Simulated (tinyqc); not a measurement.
Transfer curve: field-effect mobility of a thin-film transistor with band-tail and deep states (multiple trapping). Computed by tinyqc, a small Python program. Command: `OMP_NUM_THREADS=1 python tinyqc.py 3021602 3021603 out.jsonl tft walk`. One thread of a shared host (Intel(R) Xeon(R) Processor @ 2.30GHz), about 0.1 s of CPU time with the checks.

A thick film in accumulation at small drain voltage. Only free electrons move; trapped ones still screen the gate. N_c and mu_0 are held fixed when T changes, leaving out the T^(3/2) growth of N_c. x = E_0 - psi is the distance of the Fermi level below the band edge.

Inputs (values chosen for the exercise, modelled on amorphous silicon):
```
quantity                                     value         unit
permittivity eps                              11.8            -
effective density of states N_c              2e+20       1/cm^3
band mobility mu_0                             8.7   cm^2/(V s)
tail density at the edge g_t               1.1e+22  1/(eV cm^3)
tail width E_t                                  41          meV
deep-state density g_d                     7.6e+15  1/(eV cm^3)
flat-band Fermi level below the edge, E_0      0.4           eV
equivalent oxide thickness t                   110           nm
temperature T                                  300            K
```

Deep states: included.

Constants: k_B = 8.617333262e-05 eV/K; e = 1.602176634e-19 C; eps_0 = 8.8541878128e-12 F/m.

Method:
- F_j(eta) = int_0^infinity x^j/(1 + exp(x - eta)) dx, without a gamma-function factor.
- Integrals over x = E/(k_B T) use 160 Gauss-Legendre points in u = sqrt(x) from 0 to sqrt(max(eta, 0) + 32).
- Free n(x) = N_c (2/sqrt(pi)) F_1/2(-x/k_B T), with F_1/2 from its two-term series in exp(-x/k_B T) for x >= 12 k_B T; tail n_t(x) = int_0^1.2eV g_t exp(-E/E_t)/(1 + exp((x - E)/k_B T)) dE, E counted down from the edge, 120 Gauss-Legendre points; deep charge g_d psi; space charge rho(psi) = n + n_t + g_d psi less its value at psi = 0.
- Poisson: F(psi) = sqrt((2 e/(eps eps_0)) int_0^psi rho dpsi'); V_G - V_FB = psi_s + eps F(psi_s) t/3.9; free sheet density N_f = int (n - n(E_0))/F dpsi; induced sheet density N_i = eps eps_0 F(psi_s)/e; trapezoid rule on 301 even points in psi, the first interval left out of N_f.
- mu_eff = mu_0 N_f/N_i; field-effect mobility mu_FE = mu_0 e (dN_f/dV_G)/C_ox and swing S = dV_G/dlog10(N_f), by a central difference of +/- 2 mV in psi_s; C_ox = 3.9 eps_0/t.

Against the band bending:
```
psi_s (V)  V_G - V_FB (V)  N_f (1/cm^2)  mu_eff (cm^2/(V s))  mu_FE (cm^2/(V s))  S (mV/decade)
0.14                 4.64    2.5637e+09               0.0253              0.0447     5.8708e+03
0.20                10.03    1.1556e+10               0.0522              0.1060     1.1156e+04
0.25                18.39    4.2235e+10               0.1034              0.2241     1.9278e+04
0.29                29.45    1.2140e+11               0.1848              0.4191     2.9628e+04
0.32                41.50    2.6994e+11               0.2910              0.6864     4.0230e+04
0.35                57.70    6.0101e+11               0.4653              1.1507     5.3424e+04
0.38                78.64    1.3220e+12               0.7501              1.9439     6.9556e+04
0.41               104.37    2.7853e+12               1.1896              3.1263     9.1105e+04
0.44               134.72    5.3927e+12               1.7832              4.4614     1.2359e+05
```

What follows from these numbers?

The steepest swing among the rows is 5871 mV/decade. mu_eff climbs from 0.025 to 1.8, 20 % of mu_0 in the last row. Between rows 6 and 7 N_f scales as (V_G - V_FB - psi_s)^2.54; an exponential tail holding all the charge would give the larger of 1 and 2 E_t/k_B T - 1, here 2.17, and free charge alone 1; charge in deep states makes the exponent larger and lets it vary with V_G. The last row needs an oxide field above 5 MV/cm, near or beyond breakdown.
